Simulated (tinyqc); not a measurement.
# Geometry relaxation of a small cluster, step by step

A worked calculation. Computed by tinyqc, a small Python program that keeps every step. Command: `OMP_NUM_THREADS=1 python tinyqc.py 3015479 3015480 out.jsonl relax walk`. One thread of a shared host (Intel(R) Xeon(R) Processor @ 2.30GHz), about 0.02 s of CPU time with the checks. Intermediate numbers are printed to about 7 digits and carried at full precision; extremes and crossings named in words are read from the listed rows.

E = sum_(i<j) phi(r_ij), phi(r) = eps [exp(-2 alpha (r - r0)) - 2 exp(-alpha (r - r0))]; the force on i is -sum_j phi'(r_ij) (R_i - R_j)/r_ij.

Inputs (values chosen for the exercise, for model atoms): length r0 = 2.32 angstrom; well depth eps = 0.49 eV; stiffness alpha = 1.52 1/angstrom; step factor eta = 0.13 angstrom^2/eV; largest number of steps = 500.

Potential: Morse. Method: FIRE.

starting positions (angstrom), rows atom 1, atom 2, atom 3, atom 4, atom 5, atom 6, columns x, y, z:
$$\begin{pmatrix}
0.22 & 0.21 & 0.06 \\
2.2 & 0.12 & -0.04 \\
2.35 & 2.28 & 0.13 \\
0.13 & 2.35 & -0.01 \\
0.96 & 1.19 & 1.63 \\
1.23 & 1.22 & -1.55
\end{pmatrix}$$

## Energy and forces at the start

Evaluate E and the forces at the starting positions.

distances (angstrom): 1-2 1.984565, 1-3 2.970976, 1-4 2.143035, 1-5 1.993213, 1-6 2.152278, 2-3 2.171866, 2-4 3.042811, 2-5 2.339102, 2-6 2.104994, 3-4 2.225511, 3-5 2.317369, 3-6 2.280439, 4-5 2.173499, 4-6 2.204201, 5-6 3.191583

energy at the start = -6.000141 eV

forces (eV/angstrom), rows atom 1, atom 2, atom 3, atom 4, atom 5, atom 6, columns x, y, z:
$$\begin{pmatrix}
-2.217610 & -1.319768 & -0.711902 \\
1.733940 & -0.699048 & 0.485518 \\
0.099805 & 0.266223 & 0.113741 \\
-0.412896 & 0.789557 & -0.151045 \\
0.804866 & 0.507482 & 1.275296 \\
-0.008105 & 0.455554 & -1.011608
\end{pmatrix}$$

## The first two steps

FIRE with unit mass: if F.v > 0, v = (1 - a) v + a |v| F/|F|, and after more than 5 such steps in a row dt = min(1.1 dt, 5 dt0), a = 0.99 a; else v = 0, a = 0.1, and dt = dt/2 (not at the first step). Then v = v + dt F, R(new) = R + dt v. dt0 = sqrt(eta), a = 0.1 at first. No atom moves more than 0.3 angstrom a step (the whole step is scaled). Stop when the largest force component is below 1e-5 eV/angstrom.

positions after step 1 (angstrom), rows atom 1, atom 2, atom 3, atom 4, atom 5, atom 6, columns x, y, z:
$$\begin{pmatrix}
-0.028517 & 0.062100 & -0.019779 \\
2.394315 & 0.041661 & 0.014410 \\
2.361185 & 2.309834 & 0.142746 \\
0.083729 & 2.438482 & -0.026927 \\
1.050198 & 1.246871 & 1.772916 \\
1.229092 & 1.271052 & -1.663366
\end{pmatrix}$$

energy after step 1 = -6.355944 eV

positions after step 2 (angstrom), rows atom 1, atom 2, atom 3, atom 4, atom 5, atom 6, columns x, y, z:
$$\begin{pmatrix}
-0.011291 & 0.076644 & -0.018713 \\
2.375694 & 0.050258 & 0.017668 \\
2.354822 & 2.305438 & 0.141455 \\
0.087643 & 2.427673 & -0.024390 \\
1.053072 & 1.242254 & 1.751808 \\
1.230060 & 1.267733 & -1.647829
\end{pmatrix}$$

energy after step 2 = -6.408128 eV

## All steps

The formulas are those given above.

Course of the relaxation:
```
step     E (eV)  largest force (eV/angstrom)  force calls
0     -6.000141                 2.217610e+00            1
1     -6.355944                 6.494799e-01            2
2     -6.408128                 5.390052e-01            3
3     -6.472348                 2.972293e-01            4
4     -6.488175                 1.866344e-01            5
5     -6.489893                 1.744917e-01            6
6     -6.492824                 1.515560e-01            7
7     -6.496155                 1.203067e-01            8
8     -6.499057                 8.402383e-02            9
...         ...                          ...          ...
90    -6.506436                 1.794266e-05           91
91    -6.506436                 1.763623e-05           92
92    -6.506436                 1.702896e-05           93
93    -6.506436                 1.613208e-05           94
94    -6.506436                 1.496247e-05           95
95    -6.506436                 1.354261e-05           96
96    -6.506436                 1.220423e-05           97
97    -6.506436                 1.067148e-05           98
98    -6.506436                 8.791693e-06           99
```

final positions (angstrom), rows atom 1, atom 2, atom 3, atom 4, atom 5, atom 6, columns x, y, z:
$$\begin{pmatrix}
0.015460 & 0.117747 & -0.037569 \\
2.292003 & 0.060053 & 0.071604 \\
2.347876 & 2.338916 & 0.110906 \\
0.071331 & 2.396617 & 0.001727 \\
1.103796 & 1.202478 & 1.646705 \\
1.259533 & 1.254189 & -1.573372
\end{pmatrix}$$

final energy = -6.506436 eV

steps = 98

largest force at the end = 8.791693e-06 eV/angstrom

Converged in 98 steps.

## Curvatures at the end

Hessian at the final positions by central differences of the forces; six eigenvalues vanish (translations and rotations). Steepest descent is stable for eta below 2/lambda_max and contracts the softest mode by 1 - eta lambda_min a step.

non-zero eigenvalues (eV/angstrom^2): [2.01214, 2.01216, 2.49081, 2.49082, 2.49082, 5.50546, 5.50546, 5.50550, 7.99628, 7.99629, 7.99629, 10.27036]

condition number = 5.104192

largest stable eta = 0.1947351 angstrom^2/eV

contraction of the softest mode = 0.7384214

All are positive, so the end point is a minimum.

## Four methods from the same start

Steepest descent: R(new) = R + eta F. Conjugate gradient (Polak-Ribiere): d = F + beta d(old), beta = max(0, F.(F - F(old))/|F(old)|^2), d = F at first; step length from one secant, s = eta (F.d)/(F.d - F(R + eta d).d), replaced by eta if that is not positive; R(new) = R + s d. BFGS: R(new) = R + B F with the inverse Hessian B = eta 1 at first; with s = R(new) - R, y = F - F(new), rho = 1/(y.s): B(new) = (1 - rho s y^T) B (1 - rho y s^T) + rho s s^T, skipped if y.s is not positive. In this comparison each method may take up to 1500 steps.

Cost:
```
method              steps  force calls  final E (eV)  calls to reach 1e-2
steepest descent       32           33     -6.506436                   10
conjugate gradient     14           29     -6.506436                   15
BFGS                   14           15     -6.506436                    7
FIRE                   98           99     -6.506436                   24
```

In force calls the order is BFGS (15), conjugate gradient (29), steepest descent (33), FIRE (99). All that converged end at the same energy. Near the minimum steepest descent multiplies the slowest mode by 0.738 in size a step, 8 steps a decade of force, at a condition number of 5.1. On this problem it beats FIRE in force calls.

Checks made by the program: forces against finite differences of E (relative difference 2e-10).
